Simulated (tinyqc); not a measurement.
Deal-Grove kinetics of thermal oxidation of silicon: one step, computed by the program tinyqc.

Oxidant diffuses through the oxide and reacts at the interface, so that dx/dt = B/(A + 2x) for the oxide thickness x.

Problem. Rate constants. B = B0 p exp(-E_B/(k_B T)), B/A = (B/A)0 p^m exp(-E_A/(k_B T)), p in atm; A = B/(B/A). Temperatures in kelvin are T(C) + 273.15.

Inputs (values chosen for the exercise, close to those used for silicon):

| quantity | value | unit |
|---|---|---|
| prefactor B0 | 403 | um^2/h |
| activation energy E_B | 0.776 | eV |
| prefactor (B/A)0 | 8.26e+07 | um/h |
| activation energy E_A | 2.06 | eV |
| temperature T | 900 | C |
| oxidant pressure p | 0.5 | atm |
| pressure exponent m of B/A | 1 | - |

Ambient: steam. Surface: (100).

Constants: k_B = 8.617333262e-05 eV/K.

Give: parabolic constant B; linear constant B/A; length A.

Solution.

parabolic constant B = 0.093461 um^2/h

linear constant B/A = 0.058388 um/h

length A = 1.6007 um

Reaction at the interface limits growth while x is well below A/2 = 0.800 um, diffusion once x is well above it.
